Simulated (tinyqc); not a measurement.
Capacitances against the space between lines.

Endless row of lines of width wl, height tl and space sl between grounded planes at distance hd; e2 fills the gaps beside the lines, e1 the rest. Laplace's equation is solved on meshes of 3, 6 and 12 steps per unit u and extrapolated (Aitken), which is good to about 0.2 %. C_even (all lines at 1 V) is the capacitance Cg to the planes; C_odd (neighbours in antiphase) = Cg + 4 Cc if only nearest neighbours couple, which defines Cc; total with quiet neighbours Cg + 2 Cc. Plate values 2 eps0 e1 wl/hd and eps0 e2 tl/sl.

Inputs (values chosen for the exercise):

| symbol | value | unit | meaning |
|---|---|---|---|
| e1 | 3 |  | relative permittivity above and below the lines |
| e2 | 3.9 |  | relative permittivity between the lines |
| wl | 6 | u | line width, in units u |
| tl | 12 | u | line height |
| hd | 6 | u | distance to each plane |

Constants: eps0 = 8.8541878128e-12 F/m. Results are converted to the units shown.

The same in every row: plate Cg (aF/um) = 53.1.

Capacitances against the space between lines:

| sl (u) | Cg (aF/um) | Cc (aF/um) | Cg + 2 Cc (aF/um) | C_odd (aF/um) | plate Cc (aF/um) | share of coupling, 2 Cc/(Cg + 2 Cc) (%) |
|---|---|---|---|---|---|---|
| 2 | 70.0 | 231 | 531 | 992 | 207 | 86.8 |
| 4 | 85.4 | 116 | 317 | 548 | 104 | 73.0 |
| 6 | 99.3 | 74.6 | 249 | 398 | 69.1 | 60.1 |
| 8 | 112 | 52.9 | 217 | 323 | 51.8 | 48.6 |
| 12 | 132 | 29.7 | 192 | 251 | 34.5 | 31.0 |
| 16 | 148 | 17.8 | 183 | 219 | 25.9 | 19.4 |
| 24 | 166 | 6.69 | 179 | 192 | 17.3 | 7.48 |

As sl goes from 2 to 24, Cg rises from 70.0 to 166 aF/um, Cc falls from 231 to 6.69 aF/um and the share of coupling falls from 86.8 to 7.48 %. Cg is 1.32 times its plate value in the first row and 3.12 times in the last; for Cc the ratios are 1.11 and 0.388. Neighbours in antiphase raise the load by a factor of 1.87 and 1.07 over quiet ones.

Computed by the program tinyqc: `OMP_NUM_THREADS=1 python tinyqc.py 2790138 2790139 out.jsonl`, one thread of a shared Intel Xeon 2.30GHz, about 1 s for the whole run.
